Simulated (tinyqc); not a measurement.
Input admittance of a MOSFET at zero drain bias: distributed channel and distributed gate: two steps of the calculation.

Source and drain grounded, strong inversion, w = 2 pi f, Cox = eps0 eox/tox. The channel is an RC line of resistance 1/(mu Cox Vo) per square fed from both ends, so one finger has the intrinsic admittance y = i w Cox L tanh(g)/g per width, g = (1/2) sqrt(i w tau), tau = L^2/(mu Vo). The vertical resistance rv/L is in series with y, the overlaps 2 i w Cov in parallel: y_t = 1/(1/y + rv/L) + 2 i w Cov. The gate strip is a line of Rsh/L per length loaded by y_t, so a finger has Y = y_t Wf tanh(k)/k, k = (Wf/sd) sqrt(y_t Rsh/L); the device has Nf Y.

Parameters, values chosen for the exercise; values of the order met in silicon radio-frequency transistors: relative permittivity of the gate insulator (close to silicon dioxide) eox = 3.9; insulator thickness tox = 1.5 nm; channel length L = 0.059 um; finger width Wf = 3.9 um; number of fingers Nf = 4; channel mobility mu = 110 cm^2/(V s); gate overdrive Vo = 0.73 V; sheet resistance of the gate Rsh = 10 ohm/square; vertical resistivity of the gate stack rv = 11 ohm um^2; number of ends at which a finger is contacted sd = 1; overlap and fringe capacitance on each side Cov = 0.35 fF/um; frequency f = 9.6 GHz.

Constants: eps0 = 8.8541878128e-14 F/cm where lengths are in cm. Results are converted to the units shown.

Question 1. Low-frequency resistances and capacitance. Low-frequency limits, with c = Cox L and ct = c + 2 Cov: R_strip = Rsh Wf/(3 sd^2 L Nf), R_ch = (c/ct)^2 L/(12 mu Cox Vo Wf Nf), R_vert = (c/ct)^2 rv/(L Wf Nf), C = ct Wf Nf.

Find: parts; sum; C; 1/(2 pi R C).

Answer 1.

parts (ohm): strip 55.085, channel 0.74245, vertical 5.2045
sum = 61.032 ohm
C = 32.108 fF
1/(2 pi R C) = 81.217 GHz

The strip term is the largest, 90.3 % of the sum.

Question 2. Input impedance of the device. k and Y as defined; Z = 1/(Nf Y) = R + 1/(i w C); Q = |Im Z|/R; signal at the point farthest from a contact |1/cosh k|.

y_t = 1.42947+124.12463i uS/um

Wanted: k; Nf Y; R; C; Q; signal at the far point.

Answer 2.

k = 0.40230+0.39770i
Nf Y = 0.2246+1.9058i mS
R = 60.982 ohm
C = 32.033 fF
Q = 8.4868
signal at the far point = 0.98977

Computed by the program tinyqc: `OMP_NUM_THREADS=1 python tinyqc.py 2262022 2262023 out.jsonl`, one thread of a shared Intel Xeon 2.30GHz, about 0.01 s for the whole run.
